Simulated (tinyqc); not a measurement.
Which input was changed? Model: Landau-Devonshire theory of a uniaxial ferroelectric. Computed by tinyqc, a small Python program. Command: `OMP_NUM_THREADS=1 python tinyqc.py 3019875 3019876 out.jsonl ferro which`. One thread of a shared host (Intel(R) Xeon(R) Processor @ 2.30GHz), about 0.09 s of CPU time with the checks.

G(P) = (alpha/2) P^2 + (beta*/4) P^4 + (gamma/6) P^6 - E P per volume, SI units, one domain, P along the polar axis.

Inputs (values chosen for the exercise, for a model ferroelectric): alpha_0 = 1.3e+06 J m/(C^2 K); Curie-Weiss temperature T0 = 650 K; beta = -3.04e+09 J m^5/C^4; gamma = 6.6e+09 J m^9/C^6; temperature T = 604 K; film thickness d = 26 nm; screening length lambda = 0.0071 nm; background permittivity eps_b = 8; gradient coefficient g = 3.7e-10 J m^3/C^2.

Sample: free crystal.

Constants: eps_0 = 8.8541878128e-12 F/m.

Method:
- alpha = alpha_0 (T - T0*), T0* = T0, beta* = beta.
- Ps^2 = [-beta* + sqrt(beta*^2 - 4 alpha gamma)]/(2 gamma).
- chi = 1/(eps_0 G''), G'' = alpha + 3 beta* P^2 + 5 gamma P^4 at Ps. Ps, chi and the coercive field are for perfect screening, without a depolarising field. The intrinsic coercive field is |alpha P + beta* P^3 + gamma P^5| at the P_c where G'' = 0. 1 C/m^2 = 100 microcoulomb/cm^2.
- With the term (g/2) (dP/dx)^2, (g/2) P'^2 = G(P) - G(Ps) across the wall: energy = int_(-Ps)^(Ps) sqrt(2 g [G(P) - G(Ps)]) dP (40 Gauss-Legendre points); width = 2 Ps over the slope at P = 0, sqrt(2 |G(Ps)|/g). Elastic coupling inside the wall is left out.
- Between shorted electrodes with screening length lambda each, the depolarising field is -k P, k = 2 lambda/(eps_0 (d + 2 lambda eps_b)), so alpha turns into alpha + k.
- The polar state is the lowest uniform state while alpha + k < 0 (beta* > 0) or < 3 beta*^2/(16 gamma) (beta* < 0); setting the equality gives the critical thickness d_c.

Question. One of these inputs alone was changed, within the range given: alpha_0 (6.5e+05 to 2.6e+06); beta (-6.08e+09 to -1.52e+09); gradient coefficient g (1.85e-10 to 7.4e-10); screening length lambda (0.00355 to 0.0142). Which one, and to what value?

Results:
```
run     critical thickness d_c (nm)  wall energy (mJ/m^2)  wall width (nm)
before                     4.861686              238.8538         2.287600
after                      4.586679              247.3233         2.227580
```

Answer.

Each candidate set to reproduce critical thickness d_c, and what it then gives:
```
candidate                                   range searched  value needed  wall energy (mJ/m^2)  wall width (nm)
alpha_0 (J m/(C^2 K))                   6.5e+05 to 2.6e+06       1.710e6                247.32           2.2276
beta (J m^5/C^4)                    -6.08e+09 to -1.52e+09      -3.147e9                254.07           2.2226
gradient coefficient g (J m^3/C^2)     1.85e-10 to 7.4e-10     no effect                     -                -
screening length lambda (nm)             0.00355 to 0.0142      0.006698                238.85           2.2876
```

Only alpha_0 fits every result: it went from 1300000 to 1.71e6 J m/(C^2 K). The next best candidate, beta, misses one result by 2.7 %.
